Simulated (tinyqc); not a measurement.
Grain-boundary trapping model (Seto) of a polycrystalline semiconductor film: one step, computed by the program tinyqc.

Grains of equal size L are joined by thin boundaries with one trap level. Trapped carriers deplete a width W on each side and raise a barrier, crossed by thermionic emission. Dopants are fully ionised, statistics are non-degenerate and mu_g does not depend on T.

Task: Resistivity and effective mobility. Boundary: sigma_b = L e^2 n_0 exp(-e V_B/k_B T)/sqrt(2 pi m k_B T); drift through the grain, depleted parts included: rho_g = [(1 - 2W/L) + (2W/L) int_0^1 exp(y^2 s^2) ds]/(e n_0 mu_g); rho = 1/sigma_b + rho_g. Mean carrier density n_av = n_0 [(1 - 2W/L) + (2W/L) (sqrt(pi)/2) erf(y)/y], y = sqrt(e V_B/k_B T); effective mobility 1/(e n_av rho).

Inputs (values chosen for the exercise, modelled on polycrystalline silicon):
```
quantity,value,unit
effective mass m,0.43,m_0
grain size L,370,nm
doping N,1e+18,1/cm^3
mobility inside the grains mu_g,110,cm^2/(V s)
temperature T,200,K
```

Grain interior: resistance included.

depletion width W = 19.39466 nm

barrier V_B = 0.2908774 V

E_F = -0.04114836 eV

centre density n_0 = 1.00e+18 1/cm^3

Constants: k_B = 8.617333262e-05 eV/K; m_0 = 9.1093837015e-31 kg; k_B = 1.380649e-23 J/K; e = 1.602176634e-19 C.

Give: boundary resistivity; drift resistivity rho_g; resistivity rho; mean carrier density; effective mobility.

Result:

boundary resistivity = 18548 ohm cm

drift resistivity rho_g = 3889 ohm cm

resistivity rho = 22437 ohm cm

mean carrier density = 9.178e+17 1/cm^3

effective mobility = 3.031e-04 cm^2/(V s)

A single crystal with the same N and mu_g would have 0.0567 ohm cm, a factor 395000 lower.
